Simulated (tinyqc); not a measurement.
# Gated two-dimensional channel with two bands, quantum capacitance: effects of single changes

phi is the Fermi level above the lowest band edge, in volts; Vg is counted from the gate voltage at which an empty channel would have phi = 0. The channel has no thickness; trap charge is -q Dit phi.

Parameters, values chosen for the exercise; lowest band close to that of a thin In0.53Ga0.47As body:
- T = 300 K (temperature)
- eox = 21.7 (relative permittivity of the gate insulator (close to hafnium oxide))
- tox = 17 nm (insulator thickness)
- md = 0.0464 m0 (in-plane mass)
- gv = 1 (valley degeneracy)
- m2 = 0.1 m0 (in-plane mass of a second band, chosen freely)
- g2 = 6 (valley degeneracy of that band, chosen freely)
- E2 = 0.17 eV (second band edge above the first)
- Dit = 0 cm^-2 eV^-1 (density of traps)
- Vg = 0.93 V (gate voltage)

Constants: q = 1.602176634e-19 C, kB = 1.380649e-23 J/K, hbar = 1.054571817e-34 J s, m0 = 9.1093837015e-31 kg, Vt = kB T/q, eps0 = 8.8541878128e-14 F/cm where lengths are in cm. Results are converted to the units shown.

Each table varies one quantity; the others keep the values above.

## Effect of the gate voltage

D1 = gv md m0 q/(pi hbar^2), D2 = g2 m2 m0 q/(pi hbar^2) per eV; n1 = D1 Vt ln(1 + exp(phi/Vt)), n2 = D2 Vt ln(1 + exp((phi - E2)/Vt)), n = n1 + n2; Cq = q dn/dphi = q [D1/(1 + exp(-phi/Vt)) + D2/(1 + exp((E2 - phi)/Vt))]. Cox = eps0 eox/tox; Vg = phi + q (n + Dit phi)/Cox. 1/C_G = 1/Cox + 1/(Cq + q Dit); dphi/dVg = Cox/(Cox + Cq + q Dit).

The same in every row: Cox (uF/cm^2) = 1.130.

Effect of the gate voltage:
```
Vg (V)   phi (V)  n (cm^-2)  Cq (uF/cm^2)  C_G (uF/cm^2)  dphi/dVg  share of the second band (%)
-0.2     -0.2000    2.224e8      0.001378       0.001377    0.9988                         1.770
-0.04   -0.04983   6.937e10        0.4026         0.2968    0.7374                         1.893
0.11     0.02177   6.224e11         2.300         0.7578    0.3295                         3.362
0.27     0.06625   1.437e12         3.596         0.8599    0.2391                         8.075
0.42     0.09732   2.276e12         5.313         0.9320    0.1754                         16.62
0.58      0.1207   3.240e12         8.265         0.9943    0.1203                         27.67
0.73      0.1361   4.189e12         11.62          1.030   0.08862                         36.95
0.89      0.1486   5.230e12         15.30          1.052   0.06877                         44.90
1.04      0.1580   6.222e12         18.59          1.065   0.05731                         50.77
1.2       0.1665   7.291e12         21.81          1.075   0.04927                         55.73
```

As Vg goes from -0.2 to 1.2, Cq rises from 0.00138 to 21.8 uF/cm^2, C_G/Cox rises from 0.00122 to 0.951 and n rises from 2.22e8 to 7.29e12 cm^-2. Cq is below Cox for Vg = -0.2, -0.04; there the density of states limits the response dn/dVg more than the insulator does.

## Effect of the density of traps

Same model as above.

The same in every row: Cox (uF/cm^2) = 1.130.

Result of one run:
```
Dit (cm^-2 eV^-1)  phi (V)  n (cm^-2)  Cq (uF/cm^2)  C_G (uF/cm^2)  dphi/dVg  share of the second band (%)
3e11                0.1508   5.451e12         16.06          1.056   0.06557                         46.34
```

What becomes of these results when the density of traps Dit is changed from 3e11 to 2e12 cm^-2 eV^-1, all else the same?

Result of the changed run:
```
Dit (cm^-2 eV^-1)  phi (V)  n (cm^-2)  Cq (uF/cm^2)  C_G (uF/cm^2)  dphi/dVg  share of the second band (%)
2e12                0.1484   5.216e12         15.26          1.054   0.06765                         44.81
```

The whole series:
```
Dit (cm^-2 eV^-1)  phi (V)  n (cm^-2)  Cq (uF/cm^2)  C_G (uF/cm^2)  dphi/dVg  share of the second band (%)
0                   0.1513   5.493e12         16.20          1.057   0.06521                         46.60
1e11                0.1511   5.479e12         16.15          1.056   0.06533                         46.51
3e11                0.1508   5.451e12         16.06          1.056   0.06557                         46.34
7e11                0.1503   5.395e12         15.87          1.056   0.06605                         45.98
2e12                0.1484   5.216e12         15.26          1.054   0.06765                         44.81
4e12                0.1456   4.951e12         14.34          1.051   0.07017                         42.98
1e13                0.1367   4.229e12         11.77          1.042   0.07795                         37.30
3e13                0.1066   2.610e12         6.241          1.025   0.09281                         20.51
```

As Dit goes from 0 to 3e13, Cq falls from 16.2 to 6.24 uF/cm^2, C_G/Cox falls from 0.935 to 0.907 and n falls from 5.49e12 to 2.61e12 cm^-2. Cq exceeds Cox in every row, so the insulator is the tighter limit, though Cq still cuts C_G by up to 9.3 %.

tinyqc, about 0.01 s, one thread, Intel Xeon 2.30GHz (shared host): `OMP_NUM_THREADS=1 python tinyqc.py 2200011 2200012 out.jsonl`
